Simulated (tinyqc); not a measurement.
Valley splitting of a silicon quantum well in envelope theory: sweeps and comparisons. A value that a table varies takes the place of the one given here.

The well lies at 0 < z < L; U(z) = V0 [1/(1 + exp(z/w)) + 1/(1 + exp((L - z)/w))] - e F z, 1 mV/nm = 1e-4 eV/angstrom. The envelope psi solves -(c/ml) psi'' + U psi = E psi, c = hbar^2/2m0, by three-point differences on a grid of 0.1 angstrom from -40 to L + 40 angstrom. The two valleys at +/- k0 couple through D = C0 times the integral of exp(-i q z) U(z) psi^2, q = 2 k0 (2 pi/a), and split by Ev = 2|D|.

Random alloy: with Y(z) = Yw + (Yb - Yw) B(z), B the bracket in U, and in-plane density exp(-r^2/ad^2)/(pi ad^2), D gains a random complex part of variance sigma^2 = (C0^2/pi)(a^2 V0/(8 ad (Yb - Yw)))^2 (4/a) times the integral of psi^4 Y (1 - Y). Alone it gives a mean splitting sqrt(pi) sigma; together with the smooth part the rms splitting is 2 sqrt(|D|^2 + sigma^2).

Constants: hbar^2/2m0 = 3.80998211 eV angstrom^2.

Parameters, chosen for this exercise (near those of a strained Si well in SiGe; not measured data): L = 52 angstrom (well width); V0 = 0.18 eV (conduction offset); ml = 0.905 m0 (mass along z); F = 7.8 mV/nm (field pressing towards the upper interface); k0 = 0.844 2 pi/a (valley position); a = 5.431 angstrom (lattice constant); C0 = 0.281 (Bloch overlap factor); Yb = 0.26 (Ge share of the barrier); Yw = 0.02 (Ge share of the well); ad = 160 angstrom (dot radius); ws = (0.3, 0.7, 0.9, 1.5, 2.3, 3, 4.8) angstrom (interface widths); Ls = (52, 53.4, 54.7, 56.1, 57.4, 58.8, 60.1, 61.5) angstrom (widths in steps of one atomic layer, a/4, rounded to the grid); F2 = 1 mV/nm (second field, zero or weak); w1 = 0.4 angstrom (interface width for this table); w = 1 angstrom (interface width parameter).

## Sharpness of the interface

The smooth part 2|D| and the disorder part against w, beside y/sinh(y) with y = pi q w. The 12 to 88 % width of the step is 4w.

Results:
```
w (angstrom)  4w (angstrom)  2|D| (micro-eV)  y/sinh(y)  sqrt(pi) sigma (micro-eV)
0.3                     1.2           134.65       0.60                       94.9
0.7                     2.8            27.76       0.12                       95.2
0.9                     3.6            11.21      0.044                       95.5
1.5                     6.0             0.59     0.0019                       96.6
2.3                     9.2             0.01    2.1e-05                       99.0
3.0                    12.0             0.00    3.7e-07                      101.9
4.8                    19.2             0.00    9.6e-12                      114.3
```

The smooth part needs a Fourier component of U psi^2 at a wavelength of 3.22 angstrom; from the first row to the third it falls by a factor 12, while y/sinh(y) falls by 13.6 (the envelope near the step and the phase between the two interfaces change too). The disorder part goes from 94.9 to 114.3 micro-eV, growing as the electron overlaps more alloy. It takes over between w = 0.3 and 0.7 angstrom, that is a step 1.2 to 2.8 angstrom wide, with 1.36 angstrom to an atomic layer.

## Adding atomic layers

The smooth splitting Ev = 2|D| with w = w1, at the field F2 and at F.

Results:
```
L (angstrom)  q L mod 2 pi  Ev at F2 (micro-eV)  Ev at F (micro-eV)
52.0                  1.02                 12.2                95.6
53.4                  3.75                 79.5                 115
54.7                  0.01                 37.8                99.8
56.1                  2.74                 55.4                 104
57.4                  5.28                 57.3                 105
58.8                  1.73                 25.4                96.9
60.1                  4.27                 60.2                 104
61.5                  0.72                 14.5                95.7
```

At F2 the splitting swings between 12.2 and 79.5 micro-eV, a ratio of 6.5, as the two interfaces add with the phase q L, which advances on average by 2.65 rad a layer. At F the ratio is 1.21, where in the first row psi^2 at the upper interface is 8.81 times that at the lower one: one interface dominates and the interference fades.

## What each parameter does

Orbital spacing, psi^2 at z = L, the smooth splitting and sigma; V0 is held fixed when Yw changes. Each row changes one parameter from the base and keeps the others.

Results:
```
case               E2 - E1 (meV)  psi^2(L) (1e-3/angstrom)  2|D| (micro-eV)  sigma (micro-eV)
base                       35.75                     4.422             7.02              54.0
ad = 200 angstrom          35.75                     4.422             7.02              43.2
Yw = 0.05                  35.75                     4.422             7.02              95.3
L = 58 angstrom            31.31                     4.136             6.92              52.6
V0 = 0.225 eV              37.06                     3.485             7.42              67.7
w = 1.3 angstrom           36.23                     4.201             1.63              54.3
F = 11.7 mV/nm             38.64                     6.151             9.84              56.2
k0 = 0.824 2 pi/a          35.75                     4.422             8.99              54.0
C0 = 0.337                 35.75                     4.422             8.42              64.7
```

The largest shifts from the base row, up to three for each result and ties (the steps differ in size, so this ranks the rows, not the parameters). E2 - E1 (meV): L -4.45, F +2.89, V0 +1.31; unchanged at the printed digits by ad, Yw, k0 and C0. psi^2(L) (1e-3/angstrom): F +1.729, V0 -0.937, L -0.286; unchanged at the printed digits by ad, Yw, k0 and C0. 2|D| (micro-eV): w -5.39, F +2.82, k0 +1.96; unchanged at the printed digits by ad and Yw. sigma (micro-eV): Yw +41.4, V0 +13.8, ad -10.8, C0 +10.8; unchanged at the printed digits by k0.

(tinyqc, `OMP_NUM_THREADS=1 python tinyqc.py 1251692 1251693 out.jsonl`, Intel(R) Xeon(R) Processor @ 2.30GHz, 1 thread, shared host, about 0.07 s.)
